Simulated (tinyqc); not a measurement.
# Frequency dispersion of an accumulation capacitance by border traps, distributed model: effects of single changes

Traps spread evenly through the insulator exchange electrons with the semiconductor by tunnelling, with tau(x) = t0 exp(2 ka x) at depth x from the interface. The admittance per area Y seen at depth x obeys dY/dx = -Y^2/(i w eps0 eox) + q Nb ln(1 + i w tau)/tau, with Y(0) = i w Cs and w = 2 pi f; the gate sees Y(tox) = G + i w C. Working variable y = Y/(i w), in uF/cm^2. Cox = eps0 eox/tox.

Parameters, values chosen for the exercise; permittivity close to that of aluminium oxide:
- eox = 8.84 (relative permittivity of the insulator)
- tox = 3.3 nm (insulator thickness)
- Cs = 6.2 uF/cm^2 (semiconductor capacitance in accumulation)
- Nb = 2.1e19 cm^-3 eV^-1 (density of border traps)
- ka = 3.6 1/nm (decay constant of the wave function in the insulator)
- t0 = 5e-9 s (time constant of a trap at the interface)
- f = 1e6 Hz (frequency)

Constants: q = 1.602176634e-19 C, eps0 = 8.8541878128e-14 F/cm where lengths are in cm. Results are converted to the units shown.

Each table varies one quantity; the others keep the values above.

## Capacitance and loss against frequency

Cox; trap-free value 1/(1/Cox + 1/Cs); response depth d = ln(1/(w t0))/(2 ka), where w tau = 1; lumped estimate: all traps within d act as C_bt = q Nb d placed at d/2, so C = 1/{1/[1/(1/Cs + d/(2 eps0 eox)) + C_bt] + (tox - d/2)/(eps0 eox)}. C and G from a fine integration; dispersion -d C/d log10 f over C, from f times and over 1.1. For a broad spread of time constants G/w is close to -(pi/2) dC/d ln w.

The same in every row: trap-free C (uF/cm^2) = 1.716.

Capacitance and loss against frequency:

| f (Hz) | d (nm) | C (uF/cm^2) | G/w (uF/cm^2) | dispersion (% a decade) | -(pi/2) dC/d ln w (uF/cm^2) | lumped C (uF/cm^2) |
|---|---|---|---|---|---|---|
| 10 | 2.080 | 1.921 | 0.03992 | 3.038 | 0.03981 | 1.877 |
| 100 | 1.760 | 1.867 | 0.03286 | 2.569 | 0.03273 | 1.836 |
| 1000 | 1.440 | 1.824 | 0.02665 | 2.132 | 0.02653 | 1.801 |
| 10000 | 1.120 | 1.789 | 0.02119 | 1.727 | 0.02108 | 1.773 |
| 1e5 | 0.8004 | 1.762 | 0.01639 | 1.356 | 0.01630 | 1.750 |
| 1e6 | 0.4806 | 1.741 | 0.01219 | 1.022 | 0.01214 | 1.733 |
| 1e7 | 0.1608 | 1.726 | 0.008224 | 0.7152 | 0.008423 | 1.720 |

C falls from 1.921 to 1.726 uF/cm^2, towards the trap-free 1.716; each decade of frequency removes ln 10/(2 ka) = 0.320 nm from the response depth. The dispersion falls from 3.04 to 0.715 % a decade and G/w falls from 0.0399 to 0.00822 uF/cm^2. G/w lies between 0.976 and 1.01 times -(pi/2) dC/d ln w, the relation for a broad spread of time constants.

## Effect of the insulator thickness

Same model as above.

The same in every row: d (nm) = 0.4806.

Results:

| tox (nm) | C (uF/cm^2) | G/w (uF/cm^2) | dispersion (% a decade) | -(pi/2) dC/d ln w (uF/cm^2) | lumped C (uF/cm^2) | trap-free C (uF/cm^2) |
|---|---|---|---|---|---|---|
| 2 | 2.450 | 0.02411 | 1.436 | 0.02399 | 2.433 | 2.399 |
| 3.9 | 1.536 | 0.009485 | 0.9018 | 0.009450 | 1.530 | 1.516 |
| 5.4 | 1.187 | 0.005661 | 0.6971 | 0.005644 | 1.183 | 1.175 |
| 7.5 | 0.9002 | 0.003257 | 0.5290 | 0.003249 | 0.8979 | 0.8933 |
| 10 | 0.6992 | 0.001965 | 0.4110 | 0.001960 | 0.6978 | 0.6950 |
| 14 | 0.5151 | 0.001066 | 0.3029 | 0.001064 | 0.5144 | 0.5128 |
| 20 | 0.3693 | 5.481e-4 | 0.2172 | 5.472e-4 | 0.3689 | 0.3681 |

Estimate the missing row, tox = 2.8 nm.

Computed row:

| tox (nm) | C (uF/cm^2) | G/w (uF/cm^2) | dispersion (% a decade) | -(pi/2) dC/d ln w (uF/cm^2) | lumped C (uF/cm^2) | trap-free C (uF/cm^2) |
|---|---|---|---|---|---|---|
| 2.8 | 1.959 | 0.01543 | 1.149 | 0.01536 | 1.948 | 1.927 |

With this row back in the table: As tox goes from 2 to 20, C falls from 2.45 to 0.369 uF/cm^2, the dispersion falls from 1.44 to 0.217 % a decade and G/w falls from 0.0241 to 5.48e-4 uF/cm^2. The lumped estimate is 0.68 % below C in the first row and 0.10 % below it in the last.

Program tinyqc, `OMP_NUM_THREADS=1 python tinyqc.py 2202006 2202007 out.jsonl`; Intel Xeon 2.30GHz, shared host, one thread, about 0.4 s.
